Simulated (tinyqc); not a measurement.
Resistance of a source-drain extension with a graded tip: one step of the calculation.

y runs along the channel, the gate covers y > 0. The doping is N0 for y < y0 and N0 10^(-(y - y0)/la) beyond, uniform over the depth xj. Sheet conductance s(y) = q mu(N) max(N - Nch, 0) xj + (for y > 0) ma Cox Vo, with mu(N) = u0 + (u1 - u0)/(1 + (N/Nr)^au) and Cox = eps0 eox/tox. Current is taken as one-dimensional; depletion of the tip, spreading and the contact are left out. The metallurgical junction lies at yj, where N = Nch.

Problem. Sheet resistances and junction position. yj = y0 + la log10(N0/Nch); sheet resistance of the full extension 1/[q mu(N0)(N0 - Nch) xj] and of the gate-induced layer 1/(ma Cox Vo); metallurgical length Lg - 2 yj; ye is where the doped and the gate-induced conductances are equal.

Values chosen for this exercise; mobility law close to that of electrons in silicon: relative permittivity of the gate insulator (close to silicon dioxide) eox = 3.9; insulator thickness tox = 3.6 nm; active doping of the extension far from the gate N0 = 5.6e19 cm^-3; lateral abruptness la = 5.1 nm/decade; position under the gate where the fall begins (gate edge at 0) y0 = -0.2 nm; depth of the extension xj = 21 nm; channel doping Nch = 3.3e18 cm^-3; gate overdrive Vo = 0.6 V; mobility of the gate-induced layer ma = 130 cm^2/(V s); mobility at low doping u1 = 1414 cm^2/(V s); mobility at high doping u0 = 68.5 cm^2/(V s); reference doping Nr = 9.2e16 cm^-3; exponent au = 0.711; gate length Lg = 40 nm.

Constants: q = 1.602176634e-19 C, eps0 = 8.8541878128e-14 F/cm where lengths are in cm. Results are converted to the units shown.

Wanted: yj; sheet resistance of the extension; sheet resistance of the induced layer; metallurgical length; ye; N at ye.

Solution.

yj = 6.071 nm
sheet resistance of the extension = 684.0 ohm/square
sheet resistance of the induced layer = 1.337e4 ohm/square
metallurgical length = 27.86 nm
ye = 5.223 nm
N at ye = 4.840e18 cm^-3

The gate takes over 0.848 nm before the junction, where N is still 1.47 times the channel doping.

Computed by the program tinyqc: `OMP_NUM_THREADS=1 python tinyqc.py 2282240 2282241 out.jsonl`, one thread of a shared Intel Xeon 2.30GHz, about 0.04 s for the whole run.
